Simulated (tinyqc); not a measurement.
Inside a calculation. Method: ROHF in the sto-3g basis, for BeH, spin multiplicity 2. One step of it, computed by the program tinyqc.

Question. Iteration 1: Roothaan effective Fock matrix. With projectors Pc = D(beta) S, Po = (D(alpha) - D(beta)) S, Pv = 1 - D(alpha) S, the block xy is Px^T F Py; with Fc = (F(alpha) + F(beta))/2, the blocks are Fc for cc, oo, vv and cv, F(beta) for co and F(alpha) for ov.

F(alpha) (hartree), lower triangle:
```
            1Be 1s     1Be 2s    1Be 2px    1Be 2py    1Be 2pz      2H 1s
1Be 1s   -5.698673
1Be 2s   -1.425270  -0.841266
1Be 2px   0.000000   0.000000  -0.227643
1Be 2py   0.000000   0.000000   0.152994  -0.448060
1Be 2pz  -0.016287   0.066229   0.000000   0.000000  -0.368265
2H 1s    -0.431571  -0.309005   0.000000   0.000000  -0.212854  -0.249925
```

F(beta) (hartree), lower triangle:
```
            1Be 1s     1Be 2s    1Be 2px    1Be 2py    1Be 2pz      2H 1s
1Be 1s   -5.684066
1Be 2s   -1.403382  -0.749001
1Be 2px   0.000000   0.000000  -0.114970
1Be 2py   0.000000   0.000000  -0.019676  -0.086623
1Be 2pz  -0.016287   0.066229   0.000000   0.000000  -0.344016
2H 1s    -0.425444  -0.281658   0.000000   0.000000  -0.204495  -0.237547
```

D(alpha) at the start, lower triangle:
```
            1Be 1s     1Be 2s    1Be 2px   1Be 2py    1Be 2pz     2H 1s
1Be 1s    0.038671
1Be 2s   -0.203448   1.203196
1Be 2px   0.000000   0.000000   0.207756
1Be 2py   0.000000   0.000000  -0.405701  0.792244
1Be 2pz   0.035620   0.226010   0.000000  0.000000   1.319260
2H 1s     0.141365  -1.194421   0.000000  0.000000  -1.272278  2.045770
```

D(beta) at the start, lower triangle:
```
            1Be 1s     1Be 2s   1Be 2px   1Be 2py    1Be 2pz     2H 1s
1Be 1s    0.038671
1Be 2s   -0.203448   1.203196
1Be 2px   0.000000   0.000000  0.000000
1Be 2py   0.000000   0.000000  0.000000  0.000000
1Be 2pz   0.035620   0.226010  0.000000  0.000000   1.319260
2H 1s     0.141365  -1.194421  0.000000  0.000000  -1.272278  2.045770
```

overlap S, lower triangle:
```
           1Be 1s    1Be 2s   1Be 2px   1Be 2py   1Be 2pz     2H 1s
1Be 1s   1.000000
1Be 2s   0.259517  1.000000
1Be 2px  0.000000  0.000000  1.000000
1Be 2py  0.000000  0.000000  0.000000  1.000000
1Be 2pz  0.000000  0.000000  0.000000  0.000000  1.000000
2H 1s    0.077948  0.481134  0.000000  0.000000  0.539970  1.000000
```

Give: effective F.

Answer.

effective F (hartree), lower triangle:
```
          1Be 1s   1Be 2s  1Be 2px  1Be 2py  1Be 2pz    2H 1s
1Be 1s   -5.6914
1Be 2s   -1.4143  -0.7951
1Be 2px   0.0000   0.0000  -0.1713
1Be 2py   0.0000   0.0000   0.0667  -0.2673
1Be 2pz  -0.0163   0.0662   0.0000   0.0000  -0.3561
2H 1s    -0.4285  -0.2953   0.0000   0.0000  -0.2087  -0.2437
```
